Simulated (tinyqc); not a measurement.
Inside a calculation. Model: rectangular fin or nanosheet with a gate all round, subbands and threshold shift from confinement.

Numbers from tinyqc (`OMP_NUM_THREADS=1 python tinyqc.py 2350111 2350112 out.jsonl`; about 0.1 s on one thread of a shared Intel Xeon 2.30GHz). Printed values are rounded.

Undoped body with a flat potential across it, hard walls, transport along x. One isotropic valley (g = 1, mx = my = mz = me). Non-parabolicity enters the subband edges through E (1 + al E) = gamma, so E = 2 gamma/(1 + sqrt(1 + 4 al gamma)); motion within a subband is taken as parabolic with the band-edge mass. Energies are counted from the bulk band edge.

Parameters, values chosen for the exercise; masses close to those of In0.53Ga0.47As: temperature T = 77 K; mass at the band edge me = 0.0408 m0; non-parabolicity al = 1.1 1/eV; width (along y) t = 10.1 nm; widening of the box by penetration into the insulator dl = 0 nm; height (along z) H = 15.1 nm.

Constants: q = 1.602176634e-19 C, kB = 1.380649e-23 J/K, hbar = 1.054571817e-34 J s, m0 = 9.1093837015e-31 kg, Vt = kB T/q, hbar^2/(2 m0) = 0.0380998212 eV nm^2. Results are converted to the units shown.

Range of the model: Non-parabolicity also makes carriers heavier within each subband, which is left out, so densities of states are understated at high energy.

## Lowest subbands

gamma = C pi^2 [a^2/(my (t + dl)^2) + b^2/(mz (H + dl)^2)], C = hbar^2/(2 m0). List the 7 lowest, labelled by quantum numbers, with degeneracy g and N_k: N_k = g sqrt(2 mx m0 kB T/(pi hbar^2)).

```
subband   E_k (eV)  g  N_k (cm^-1)
1,1      0.1159743  1   4.755821e5
1,2      0.2055548  1   4.755821e5
2,1      0.3016934  1   4.755821e5
1,3      0.3325154  1   4.755821e5
2,2      0.3713702  1   4.755821e5
2,3      0.4759754  1   4.755821e5
1,4      0.4817720  1   4.755821e5
```

## Threshold shift

Each subband has N_k = g sqrt(2 mx m0 kB T/(pi hbar^2)); without degeneracy n = exp(EF/Vt) sum N_k exp(-E_k/Vt). Classical value Nc times t H, Nc = sum over valleys of 2 g (m m0 kB T/(2 pi hbar^2))^1.5 with m = (mx my mz)^(1/3). Threshold shift dVT = Vt ln(classical value/sum N_k exp(-E_k/Vt)). Use the subbands listed.

shares, subband 1,1 to 1,4 (%): 99.99986  0.00014  0.00000  0.00000  0.00000  0.00000  0.00000
sum N_k exp(-E_k/Vt) = 0.01220427 cm^-1
Nc = 2.689159e16 cm^-3
classical value = 41012.36 cm^-1
dVT = 99.71332 mV

With all subbands dVT = 99.71 mV. The lowest edge lies at 116 meV; dVT is smaller than that, since sum N_k exp(-(E_k - E_1)/Vt) exceeds the classical value.
